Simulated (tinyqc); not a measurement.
# Electron mobility in a silicon inversion layer, empirical terms and Matthiessen rule: universality: two dopings at the same effective field

Inversion layer of sheet density Ns on a uniformly doped body. The mobility terms are empirical power laws with prefactors chosen for the exercise; adding their inverses (Matthiessen) is itself an approximation.

ni = sqrt(Nc Nv) exp(-Eg/(2 Vt)), Eg in volts; Ndep = sqrt(2 eps0 eps_r Nb (2 Vt ln(Nb/ni) + Vsb)/q); E = q (Ndep + eta Ns)/(eps0 eps_r), in MV/cm. With t = T/(300 K): muC = Ac (Ns/1e12 cm^-2) t/(Nb/1e17 cm^-3 + Nit/1e11 cm^-2), muP = Ap E^(-1/3) t^(-1.75), muS = As E^(-gs); 1/mu is the sum of the inverses. For each E, Ns is chosen to give that field on bodies with Nb = 6e16 and 4.4e17 cm^-3; the last column leaves out muC.

Parameters, values chosen for the exercise; material values close to those of silicon: temperature T = 273 K; band gap Eg = 1.12 eV; relative permittivity of the semiconductor eps_r = 11.8; conduction-band density of states at T Nc = 2.45e19 cm^-3; valence-band density of states at T Nv = 2.26e19 cm^-3; reverse body bias Vsb = 1 V; weight of the inversion charge in the effective field eta = 0.5; phonon-limited mobility at 1 MV/cm and 300 K Ap = 463 cm^2/(V s); roughness-limited mobility at 1 MV/cm As = 620 cm^2/(V s); exponent of the roughness term gs = 2; Coulomb prefactor Ac = 2500 cm^2/(V s); charge at the interface Nit = 1.9e10 cm^-2.

Constants: q = 1.602176634e-19 C, kB = 1.380649e-23 J/K, Vt = kB T/q, eps0 = 8.8541878128e-14 F/cm where lengths are in cm. Results are converted to the units shown.

Result of one run:

| E (MV/cm) | Ns, light body (cm^-2) | mu, light (cm^2/(V s)) | Ns, heavy body (cm^-2) | mu, heavy (cm^2/(V s)) | without muC (cm^2/(V s)) |
|---|---|---|---|---|---|
| 0.71 | 6.861e12 | 400.4 | 2.599e12 | 310.3 | 408.7 |

What becomes of these results when the effective field E is changed from 0.71 to 1.22 MV/cm, all else the same?

Result of the changed run:

| E (MV/cm) | Ns, light body (cm^-2) | mu, light (cm^2/(V s)) | Ns, heavy body (cm^-2) | mu, heavy (cm^2/(V s)) | without muC (cm^2/(V s)) |
|---|---|---|---|---|---|
| 1.22 | 1.351e13 | 228.2 | 9.251e12 | 218.6 | 229.5 |

The whole series:

| E (MV/cm) | Ns, light body (cm^-2) | mu, light (cm^2/(V s)) | Ns, heavy body (cm^-2) | mu, heavy (cm^2/(V s)) | without muC (cm^2/(V s)) |
|---|---|---|---|---|---|
| 0.541 | 4.657e12 | 490.5 | 3.951e11 | 141.4 | 509.1 |
| 0.62 | 5.687e12 | 445.9 | 1.425e12 | 278.0 | 458.4 |
| 0.71 | 6.861e12 | 400.4 | 2.599e12 | 310.3 | 408.7 |
| 0.813 | 8.204e12 | 354.9 | 3.943e12 | 304.2 | 360.3 |
| 0.932 | 9.756e12 | 310.0 | 5.495e12 | 281.1 | 313.5 |
| 1.07 | 1.156e13 | 266.7 | 7.294e12 | 250.2 | 268.8 |
| 1.22 | 1.351e13 | 228.2 | 9.251e12 | 218.6 | 229.5 |
| 1.4 | 1.586e13 | 191.1 | 1.160e13 | 185.7 | 191.9 |

The heavily doped body has 0.288 of the mobility of the light one in the first row and 0.972 in the last; there they lie 3.2 % below and 0.42 % below the curve without Coulomb scattering, which depends on E alone. The heavy body leaves that curve at low E because its field comes mostly from depletion charge and few carriers screen.

Program tinyqc, `OMP_NUM_THREADS=1 python tinyqc.py 2510079 2510080 out.jsonl`; Intel Xeon 2.30GHz, shared host, one thread, about 0.01 s.
